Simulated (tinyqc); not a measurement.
Yield per ion against the flux ratio: ion-assisted plasma etching: sheath, surface coverage, synergy and aspect-ratio dependence. Computed by tinyqc, a small Python program. Command: `OMP_NUM_THREADS=1 python tinyqc.py 3007786 3007787 out.jsonl etch walk`. One thread of a shared host (Intel(R) Xeon(R) Processor @ 2.30GHz), about 0.06 s of CPU time with the checks.

Radicals adsorb on bare sites; ions remove covered sites with a high yield and bare sites by sputtering; a slow spontaneous reaction acts everywhere, walls included.

Inputs (values chosen for the exercise, close to those used for silicon dioxide in a fluorocarbon plasma):
```
quantity                                value       unit
plasma density n_e                    5.3e+09     1/cm^3
electron temperature T_e                  2.4         eV
ion mass M_i                               40          u
sheath voltage V                           44          V
radical density n                     2.6e+13     1/cm^3
radical mass M_n                           31          u
gas temperature T_g                       400          K
sticking coefficient s                   0.63          -
radicals per removed unit x                 4          -
yield slope b                            0.19  eV^(-1/2)
threshold E_th                             16         eV
sputter slope b_p                       0.013  eV^(-1/2)
sputter threshold E_p                      26         eV
spontaneous reaction probability k_c  5.5e-06          -
solid density N                       2.2e+22     1/cm^3
ion temperature T_i                      0.15         eV
```

Feature: long trench.

Constants: e = 1.602176634e-19 C; u = 1.6605390666e-27 kg; k_B = 1.380649e-23 J/K; eps_0 = 8.8541878128e-12 F/m.

Method:
- Bohm speed u_B = sqrt(e T_e/M_i); ion flux G_i = 0.61 n_e u_B; radical flux G_n = n c/4 with c = sqrt(8 k_B T_g/(pi M_n)).
- Debye length lambda_D = sqrt(eps_0 T_e/(e n_s)) with n_s = 0.61 n_e, T_e in volts; Child-law sheath d = (sqrt2/3) lambda_D (2 V/T_e)^(3/4); ion energy E = V + T_e/2; angular spread = arctan(sqrt(T_i/E)).
- Yields: Y = b (sqrt(E) - sqrt(E_th)) on covered sites, Y_p = b_p (sqrt(E) - sqrt(E_p)) on bare ones (zero below threshold).
- Steady coverage: s G_n (1 - theta) = x Y G_i theta; removal flux = Y G_i theta + Y_p G_i (1 - theta) + k_c G_n; rate = flux/N, 1 cm/s = 6e8 nm/min.
- The ion flux is fixed and the radical flux set by the ratio; the removal per ion is the removal flux over G_i.

yield Y = 0.517388

sputter yield Y_p = 0.0211130

ion flux G_i = 7.77879e+14 1/(cm^2 s)

Open field:
```
G_n/G_i    theta  rate (nm/min)  removal per ion
0.3      0.08368          1.329          0.06264
1        0.23337          2.905          0.13694
3        0.47733          5.474          0.25801
10       0.75273          8.374          0.39473
30       0.90131          9.941          0.46857
100      0.96819         10.653          0.50215
300      0.98917         10.897          0.51366
1000     0.99673         11.059          0.52126
3000     0.99891         11.315          0.53335
```

Coverage reaches one half at G_n/G_i = x Y/s = 3.29. Below that the ion-assisted part follows the radical flux, on top of the sputter floor Y_p = 0.0211; above it the ion-assisted part saturates at Y = 0.517 per ion.
